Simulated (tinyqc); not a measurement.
Single-photon avalanche diode, trigger probability and counting: one step of the calculation.

A multiplication layer of width W with the uniform field V/W; alpha = an exp(-bn/E) for electrons, beta = ap exp(-bp/E) for holes (local model, no dead space). a = alpha W, b = beta W. Electrons enter at x = 0, holes at x = W. P0 is the probability that an electron entering at 0 starts a lasting avalanche, PW the same for a hole entering at W.

Task. Trigger probability by substitution. PW = P0 exp(b - a)/(1 - P0 + P0 exp(b - a)); P0(new) = 1 - (1 - PW)^(a/b).

P0 after iteration 1 = 0.92632612
a = 2.6135721
b = 1.0838664

Wanted: PW; P0 after iteration 2.

Result.

PW = 0.7314
P0 after iteration 2 = 0.9580

Computed by the program tinyqc: `OMP_NUM_THREADS=1 python tinyqc.py 2630055 2630056 out.jsonl`, one thread of a shared Intel Xeon 2.30GHz, about 0.01 s for the whole run.
